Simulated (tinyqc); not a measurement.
Force balance against energy balance: elastic strain and critical thickness of a cubic alloy layer A(1-x)B(x) on a thick substrate. Computed by tinyqc, a small Python program. Command: `OMP_NUM_THREADS=1 python tinyqc.py 3018790 3018791 out.jsonl misfit walk`. One thread of a shared host (Intel(R) Xeon(R) Processor @ 2.30GHz), about 0.01 s of CPU time with the checks.

Strain is positive in tension. The layer is coherent with the substrate unless said otherwise.

Inputs (values chosen for the exercise, modelled on In(1-x)Ga(x)P on GaAs):
```
quantity,value,unit
fraction x of B,0.32,-
lattice constant a_A,5.869,angstrom
lattice constant a_B,5.451,angstrom
substrate lattice constant a_S,5.653,angstrom
```

Growth plane: (111). Layer: uncapped. Misfit dislocation: edge.

C11, C12, C44 of A (GPa): [99.51, 55.66, 44.7]

C11, C12, C44 of B (GPa): [143.1, 62.65, 69.51]

Method:
- a = (1 - x) a_A + x a_B, the same rule for each C_ij; misfit f = (a_S - a)/a, the in-plane strain of the coherent layer.
- Voigt averages: G = (C11 - C12 + 3 C44)/5, B = (C11 + 2 C12)/3, nu = (3 B - 2 G)/(2 (3 B + G)); b = a/sqrt(2). Edge dislocation with b in the interface: cos alpha = 0, cos lambda = 1.
- Matthews-Blakeslee: h_c = A [ln(h_c/b) + 1], A = b (1 - nu cos^2 alpha)/(8 pi |f| (1 + nu) cos lambda), the factor 8 pi being that of an uncapped layer.
- People-Bean: h_c = P ln(h_c/b), P = (1 - nu)/(1 + nu) b^2/(16 pi sqrt(2) a f^2). The misfit is scaled by 0.25, 0.4, 0.6, 1, 1.5, 2.2 at fixed a, b and nu; the upper root is taken, and rows with A < 1.3 b or P < 3 b, where the roots shrink to the core size or vanish, are left out.

misfit f = -0.0143394

prefactor A = 0.889911 nm

Poisson ratio nu = 0.264500

Burgers vector b = 0.405543 nm

free lattice constant a = 5.73524 angstrom

Critical thickness:
```
|f| (%),Matthews-Blakeslee (nm),People-Bean (nm),ratio
0.3585,16.820,1500.1,89.185
0.5736,9.160,508.9,55.550
0.8604,5.293,195.9,37.008
1.4339,2.513,56.3,22.399
2.1509,1.271,19.7,15.494
```

What does the comparison show, and why?

The exponents d ln h_c/d ln f are -1.29 and -2.30 between the first rows, steeper than the -1 and -2 of the prefactors because of the logarithm. The ratio falls from 89.2 to 15.5 as the misfit grows. Where People-Bean lies above, a layer between the lines is metastable: dislocations would lower the energy but have to be nucleated. Above about 2 % misfit islands may come first.
